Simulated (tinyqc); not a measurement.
Worked calculation: Luttinger-Kohn k.p, four valence bands. Computed by tinyqc, a small Python program that keeps every step. Settings: g1 = 18.0, g2 = 6.62, g3 = 7.33. Command: `OMP_NUM_THREADS=1 python tinyqc.py 20388 20389 out.jsonl` (the two numbers bound the seeds that draw the settings). One thread of a shared host (Intel(R) Xeon(R) Processor @ 2.60GHz), about 0.01 s of CPU time with the checks.

## Bloch Hamiltonian at k

Luttinger parameters chosen for this model; energies are counted downward from the top of the valence band:
```
parameter      value  unit
g1         18.000000
g2          6.620000
g3          7.330000
```

k point k (1/angstrom): [-0.0410, -0.0450, -0.0290]

P = c g1 k^2, Q = c g2 (kx^2 + ky^2 - 2 kz^2), R = c sqrt3 [-g2 (kx^2 - ky^2) + 2i g3 kx ky], S = 2 c sqrt3 g3 (kx - i ky) kz, c = hbar^2/2m = 3.809982 eV angstrom^2; rows [P+Q, -S, R, 0], [-S*, P-Q, 0, R], [R*, 0, P-Q, S], [0, R*, S*, P+Q]. The path ends lie at |k| = 0.06 1/angstrom.

H(k) at k (eV), order 3/2, 1/2, -1/2, -3/2:
```
[[0.3629, -0.1150+0.1262i, 0.0150+0.1785i, 0.0000],
 [-0.1150-0.1262i, 0.2608, 0.0000, 0.0150+0.1785i],
 [0.0150-0.1785i, 0.0000, 0.2608, 0.1150-0.1262i],
 [0.0000, 0.0150-0.1785i, 0.1150+0.1262i, 0.3629]]
```

## Levels at k

Diagonalise the Hermitian matrix.

eigenvalues (eV): [0.0591, 0.0591, 0.5645, 0.5645]

## Bands along a path

The same steps at evenly spaced points between the labelled ones.

Bands along the path (eV):
```
k             band 1  band 2  band 3  band 4
[111]         0.0458  0.0458  0.4480  0.4480
[111]-G 0.33  0.0204  0.0204  0.1991  0.1991
[111]-G 0.67  0.0051  0.0051  0.0498  0.0498
G             0.0000  0.0000  0.0000  0.0000
G-[100] 0.33  0.0073  0.0073  0.0476  0.0476
G-[100] 0.67  0.0290  0.0290  0.1904  0.1904
[100]         0.0653  0.0653  0.4285  0.4285
```

## Hole masses

E = c [g1 k^2 -/+ 2 sqrt(g2^2 k^4 + 3 (g3^2 - g2^2)(kx^2 ky^2 + ky^2 kz^2 + kz^2 kx^2))] with c = hbar^2/2m, and m* = hbar^2 k^2 / (2 E).

Masses (electron masses):
```
direction   heavy   light
[100]      0.2101  0.0320
[110]      0.2716  0.0309
[111]      0.2994  0.0306
```
